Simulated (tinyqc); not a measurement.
Raman shift of the zone-centre optical phonon of a diamond-structure crystal under stress. From anti-Stokes/Stokes ratio back to local temperature T. Computed by tinyqc, a small Python program. Command: `OMP_NUM_THREADS=1 python tinyqc.py 3002596 3002597 out.jsonl ramanstress inv`. One thread of a shared host (Intel(R) Xeon(R) Processor @ 2.30GHz), about 0.02 s of CPU time with the checks.

Axes x, y, z are the cube axes. Strain shifts the threefold optical mode and can split it; p, q and r are the phonon deformation potentials.

Inputs (values chosen for the exercise, modelled on germanium):

| quantity | value | unit |
|---|---|---|
| unstrained frequency omega_0 | 300.8 | 1/cm |
| p/omega_0^2 | -1.43 | - |
| q/omega_0^2 | -1.97 | - |
| r/omega_0^2 | -1.12 | - |
| C11 | 129.4 | GPa |
| C12 | 47.94 | GPa |
| C44 | 65.84 | GPa |
| stress sigma (tension positive) | 0.93 | GPa |
| polarisation angle phi | 45 | degree |
| temperature coefficient d omega/dT | -0.017 | 1/(cm K) |
| laser wavelength | 457.9 | nm |

Stress state: biaxial. Axis: [001].

Constants: h = 6.62607015e-34 J s; c = 299792458 m/s; k_B = 1.380649e-23 J/K.

Method:
- S11 = (C11 + C12)/D, S12 = -C12/D, D = (C11 - C12)(C11 + 2 C12), S44 = 1/C44.
- Equal biaxial stress in the plane normal to the axis (unit vector n): sigma_ij = sigma (delta_ij - n_i n_j).
- eps_xx = S11 sigma_xx + S12 (sigma_yy + sigma_zz), and cyclic; eps_xy = S44 sigma_xy/2 (tensor strain).
- Secular matrix: M_xx = p eps_xx + q (eps_yy + eps_zz), M_xy = 2 r eps_xy; its eigenvalues are omega^2 - omega_0^2, and the shifts are these over 2 omega_0.
- Backscattering from a (001) surface: incident polarisation (cos phi, sin phi, 0). With Raman tensors (R_z)_xy = (R_z)_yx = 1 and cyclic, only the z component u_z of a mode counts: I = u_z^2 sin^2(2 phi) for parallel and u_z^2 cos^2(2 phi) for crossed polarisers. An unresolved line sits at the intensity-weighted shift, which is M_zz/(2 omega_0).
- A temperature above 300 K shifts the line by (d omega/dT)(T - 300 K); divided by the shift per stress it poses as a stress; the total shift adds it to the shift of the observed line. The anti-Stokes to Stokes ratio is [(omega_L + omega_0)/(omega_L - omega_0)]^3 exp(-h c omega_0/(k_B T)) in photon counts, omega_L = 1/wavelength, resonance effects left out.

Problem. A run gave the result below. Find the local temperature T, known to lie between 260 and 400 K.

anti-Stokes/Stokes ratio = 0.3092454

Solution.

Each step takes the trial c = (a f_b - b f_a)/(f_b - f_a), f being the result less the target and a, b, c the logarithms of the listed values; c replaces end b, the old b replaces a if the sign of f changed, and otherwise f_a is halved.

Scan of the range:

| local temperature T (K) | anti-Stokes/Stokes ratio |
|---|---|
| 260 | 0.205583 |
| 279 | 0.230259 |
| 300 | 0.256669 |
| 322 | 0.283256 |
| 346 | 0.310934 |
| 372 | 0.339341 |
| 400 | 0.368132 |

False position (Illinois rule, in the logarithm of the input) inside the bracket:

| step | end a | end b | trial | anti-Stokes/Stokes ratio |
|---|---|---|---|---|
| 1 | 322.000 | 346.000 | 344.486 | 0.309229 |
| 2 | 346.000 | 344.486 | 344.500 | 0.309245 |
| 3 | 346.000 | 344.500 | 344.500 | 0.309245 |
| 4 | 344.500 | 344.500 | 344.500 | 0.309245 |

anti-Stokes/Stokes ratio rises at every point of a 13-point scan of the range (every second point is shown), so one value fits; it is bracketed by 322 and 346. Answer: local temperature T = 344.5 K.
